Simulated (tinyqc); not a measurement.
## Read current of a NAND string, cells in series solved by shooting: effect of the read voltage on the selected word line

Cells in series, numbered from 0 at the source line (0 V) to the bit line, each followed by a gap resistance Rg. A cell with gate Vg, threshold VT, source Vs and drain Vd passes I = 2 nf K Vt^2 [F(Vs) - F(Vd)]/(1 + th max(Vg - VT, 0)), F(V) = ln^2(1 + exp((Vg - VT - nf V)/(2 nf Vt))). The selected cell has Vg = Vr, the others Vg = Vp.

For a trial current I start at 0 V and, cell by cell, solve for the drain: sqrt(F(Vd)) = sqrt(F(Vs) - I/k), k = 2 nf K Vt^2/(1 + th max(Vg - VT, 0)), Vd = [Vg - VT - 2 nf Vt ln(exp(sqrt F) - 1)]/nf, then add I Rg. The string current is the I for which the last node reaches Vbl. The apparent threshold is the Vr at which I = Is. Background: all other cells erased (VT = Ve) or all in the highest state (VT = Vh); ratio and shift are high over erased and high minus erased. The string has 64 cells and the selected one is cell 32.

Inputs (values chosen for the exercise); values of the order met in vertical NAND strings:

| symbol | value | unit | meaning |
|---|---|---|---|
| T | 300 | K | temperature |
| K | 17 | uA/V^2 | gain factor of a cell |
| nf | 1.8 |  | slope factor |
| th | 0.18 | 1/V | mobility reduction factor |
| Rg | 1.4 | kohm | resistance of the gap between cells |
| Vbl | 0.5 | V | bit-line voltage |
| Vp | 6.7 | V | pass voltage |
| Ve | -1.1 | V | threshold of an erased cell |
| Vh | 4 | V | threshold of the highest state |
| Vx | 1.9 | V | threshold of the selected cell |
| Is | 20 | nA | sensing current |

Constants: q = 1.602176634e-19 C, kB = 1.380649e-23 J/K, Vt = kB T/q. Results are converted to the units shown.

The same in every row: apparent VT, erased (V) = 1.924; apparent VT, high (V) = 1.941; background shift (mV) = 16.85.

Effect of the read voltage on the selected word line:

| Vr (V) | I, others erased (uA) | I, others high (uA) | ratio |
|---|---|---|---|
| 1.6 | 6.226e-5 | 6.219e-5 | 0.9989 |
| 2 | 0.04164 | 0.03273 | 0.7859 |
| 2.4 | 0.2380 | 0.1530 | 0.6428 |
| 2.8 | 0.3443 | 0.1865 | 0.5417 |
| 3.2 | 0.3606 | 0.1908 | 0.5290 |
| 3.6 | 0.3669 | 0.1924 | 0.5245 |
| 4 | 0.3702 | 0.1933 | 0.5221 |
| 4.4 | 0.3722 | 0.1938 | 0.5207 |

As Vr goes from 1.6 to 4.4 V, the current with erased neighbours rises from 6.23e-5 to 0.372 uA, that with high neighbours rises from 6.22e-5 to 0.194 uA and the ratio falls from 0.999 to 0.521. The apparent thresholds do not depend on Vr.

Program tinyqc, `OMP_NUM_THREADS=1 python tinyqc.py 2142286 2142287 out.jsonl`; Intel Xeon 2.30GHz, shared host, one thread, about 0.7 s.
